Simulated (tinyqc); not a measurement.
Shallow donor in an anisotropic valley (effective-mass theory): sweeps and comparisons. A value that a table varies takes the place of the one given here.

One valley: H = -c [(d2/dx2 + d2/dy2)/mt + (d2/dz2)/ml] - q/(eps r), c = hbar^2/2m0, q = e^2/(4 pi eps0). Trial function exp(-sqrt((x^2 + y^2)/a^2 + z^2/b^2)) with a > b: T = (c/3)(2/(mt a^2) + 1/(ml b^2)), V = -(q/eps) atan(u/b)/u, u = sqrt(a^2 - b^2). The central cell of the impurity is left out.

Constants: hbar^2/2m0 = 3.80998211 eV angstrom^2; e^2/(4 pi eps0) = 14.39964547 eV angstrom; Ry = 13.60569312 eV; a0 (Bohr radius) = 0.5291772105 angstrom.

Parameters, chosen for this exercise (near those of a group-V donor in Si; not measured data):
- mt = 0.188 m0 (transverse mass)
- eps = 11.7 (dielectric constant)
- xs = (1.6, 2.2, 2.7, 4.9, 12, 24, 68, 94) (ratios ml/mt)
- E0 = -29.3 meV (single-valley level)
- D0 = 6.77 meV (central-cell shift)
- D1 = 6.91 meV (coupling of perpendicular valleys)
- D2 = 5.28 meV (coupling of opposite valleys)
- ml = 0.911 m0 (longitudinal mass)

## Mass anisotropy

mt and eps fixed, ml varied. Energies in units of Ry*(mt) = Ry mt/eps^2 and lengths in a*(mt) = a0 eps/mt; the last two columns use one mass, 3/(1/ml + 2/mt) or (ml mt^2)^(1/3).

Results:

| ml/mt | a/a* | b/a | binding | conductivity mass | density-of-states mass |
|---|---|---|---|---|---|
| 1.60 | 0.908 | 0.846 | 1.162 | 1.143 | 1.170 |
| 2.20 | 0.855 | 0.756 | 1.276 | 1.222 | 1.301 |
| 2.70 | 0.824 | 0.703 | 1.350 | 1.266 | 1.392 |
| 4.90 | 0.746 | 0.571 | 1.572 | 1.361 | 1.698 |
| 12.0 | 0.658 | 0.418 | 1.906 | 1.440 | 2.289 |
| 24.0 | 0.607 | 0.330 | 2.153 | 1.469 | 2.884 |
| 68.0 | 0.552 | 0.231 | 2.492 | 1.489 | 4.082 |
| 94.0 | 0.538 | 0.207 | 2.587 | 1.492 | 4.547 |

What does this show?

The binding grows from 1.16 to 2.59 Ry*(mt); for ml going to infinity the exact problem becomes two-dimensional, with 4 Ry*. The conductivity mass saturates at 1.5 and underbinds, by 13 % at ml/mt = 4.9; the density-of-states mass errs by +8 % there and by +76 % in the last row. With these mt and eps one unit is 18.69 meV.

## Strain along [001] (shallow donor in effective-mass theory, with valley-orbit splitting)

Basis: the 1s envelopes of the valleys +x, -x, +y, -y, +z, -z. Diagonal E0 - D0, element -D2 between opposite valleys and -D1 between perpendicular ones. Strain along [001] adds 2 Ds/3 to the z valleys and -Ds/3 to the others.

Ground level, gap to the next level, weight in the z valleys and contact density (sum of amplitudes)^2/6.

Results:

| Ds (meV) | ground (meV) | gap (meV) | z weight | contact density | ground less band edge (meV) |
|---|---|---|---|---|---|
| -120 | -124.83 | 14.04 | 0.969 | 0.506 | -44.83 |
| -40 | -78.45 | 20.99 | 0.778 | 0.799 | -51.78 |
| -15 | -70.31 | 29.52 | 0.515 | 0.966 | -60.31 |
| -5 | -69.13 | 35.01 | 0.390 | 0.997 | -65.80 |
| 0 | -68.99 | 38.20 | 0.333 | 1.000 | -68.99 |
| 5 | -69.12 | 36.66 | 0.283 | 0.997 | -67.45 |
| 15 | -70.04 | 34.25 | 0.203 | 0.978 | -65.04 |
| 40 | -74.85 | 30.73 | 0.095 | 0.912 | -61.52 |
| 120 | -97.97 | 27.18 | 0.020 | 0.792 | -57.97 |

What can be read from the table?

The scale is the A1-E splitting 6 D1 = 41.5 meV. The contact density is largest without strain and falls to 0.506 and 0.792 at the ends, towards 1/3 (two valleys) and 2/3 (four valleys). The binding below the lowest band edge drops from 69.0 meV to 44.8 meV when the two z valleys are lowest and to 58.0 meV when the four others are, since fewer valleys share the coupling.

## What each parameter does

The minimum of the trial energy. Each row changes one parameter from the base and keeps the others.

Results:

| case | E (meV) | a (angstrom) | b (angstrom) | b/a |
|---|---|---|---|---|
| base | -29.30 | 24.62 | 14.11 | 0.573 |
| ml = 1.139 m0 | -30.87 | 23.80 | 12.62 | 0.530 |
| mt = 0.169 m0 | -27.01 | 26.94 | 14.88 | 0.552 |
| eps = 12.9 | -24.10 | 27.14 | 15.56 | 0.573 |

What does this show?

The largest shifts from the base row, up to three for each result and ties (the steps differ in size, so this ranks the rows, not the parameters). E (meV): eps +5.20, mt +2.29, ml -1.56. a (angstrom): eps +2.52, mt +2.32, ml -0.82. b (angstrom): ml -1.49, eps +1.45, mt +0.77. b/a: ml -0.043, mt -0.021; unchanged at the printed digits by eps. eps only rescales the solution (E as 1/eps^2, lengths as eps), so b/a depends on ml/mt alone.

Run: tinyqc, `OMP_NUM_THREADS=1 python tinyqc.py 1280621 1280622 out.jsonl`; Intel(R) Xeon(R) Processor @ 2.30GHz, one thread, shared host; about 0.01 s of CPU time with all checks.
